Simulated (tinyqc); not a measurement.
Transient enhanced diffusion after implantation: plus-n interstitials, dissolving clusters and loss to the surface: one step, computed by the program tinyqc. Command: `OMP_NUM_THREADS=1 python tinyqc.py 3031312 3031313 out.jsonl ted walk`. One thread of a shared host (Intel(R) Xeon(R) Processor @ 2.30GHz), about 0.01 s of CPU time with the checks.

The implant leaves n Q interstitials in clusters at depth R_p. While clusters last they hold the free interstitials at a supersaturation S = C_I/C_I*; interstitials drain to the surface, and the part f_I of the dopant diffusion that uses interstitials speeds up in proportion to S.

Problem. Duration and total effect at this temperature. The clusters last tau = n Q/J. If they dissolve fully at this T, the extra budget is (D/D* - 1) D* tau.

Inputs (values chosen for the exercise, modelled on boron in silicon): implant dose Q = 9.8e+13 1/cm^2; interstitials kept per ion n = 1; anneal (peak) temperature T = 800 C.

Anneal: isothermal.

flux J = 8.835204e+10 1/(cm^2 s)

enhancement D/D* = 466.6783

equilibrium diffusivity D* = 3.512000e-17 cm^2/s

Give: duration tau; extra budget if complete.

Solution.

duration tau = 1109.2 s

extra budget if complete = 1.8141e-11 cm^2
